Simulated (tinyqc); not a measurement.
Surface potential of a MOS transistor: implicit equation and explicit approximations: one step of the calculation.

p-type body, charge-sheet picture, depletion and inversion only, full ionisation (an idealisation for deep acceptors), Boltzmann statistics (rough once Na exp(x - xn) passes about Nc/7). In units of Vt: xg = (Vg - Vfb)/Vt, x = psi/Vt, G = gamma/sqrt(Vt), xn = (2 phiF + Vc)/Vt. The implicit equation is (xg - x)^2 = G^2 [x - 1 + exp(x - xn)] for x above about 3. Cox = eps0 eox/tox.

Problem. Scales. ni = sqrt(Nc Nv) exp(-Eg/(2 Vt)), Eg in volts; phiF = Vt ln(Na/ni); gamma = sqrt(2 q eps0 eps_r Na)/Cox; VT = Vfb + Vt (xn + G sqrt(xn - 1)).

Values chosen for this exercise; band and dielectric values close to those of silicon:
```
symbol    value   unit                                                                 meaning
T           300      K                                                             temperature
Eg         1.13     eV                                                                band gap
eps_r      11.6                                                          relative permittivity
Nc      2.76e19  cm^-3                                  conduction-band density of states at T
Nv       2.6e19  cm^-3                                     valence-band density of states at T
eox        8.85         relative permittivity of the gate insulator (close to aluminium oxide)
tox          16     nm                                                     insulator thickness
Na       2.9e16  cm^-3                                                        acceptor density
Vfb       -0.35      V                                                       flat-band voltage
Vc            0      V                                                    channel-body voltage
Vg         1.24      V                                                       gate-body voltage
```

Constants: q = 1.602176634e-19 C, kB = 1.380649e-23 J/K, Vt = kB T/q, eps0 = 8.8541878128e-14 F/cm where lengths are in cm. Results are converted to the units shown.

Give: phiF; gamma; G; xn; VT; xg.

Solution.

phiF = 0.38847 V
gamma = 0.19948 V^0.5
G = 1.2407
xn = 30.054
VT = 0.59982 V
xg = 61.504

Range of the model: The electron quasi-Fermi level lies less than 2 Vt below the band edge at the surface, or above it, where degeneracy and confinement, left out, matter.

Computed by the program tinyqc: `OMP_NUM_THREADS=1 python tinyqc.py 2122210 2122211 out.jsonl`, one thread of a shared Intel Xeon 2.30GHz, about 0.01 s for the whole run.
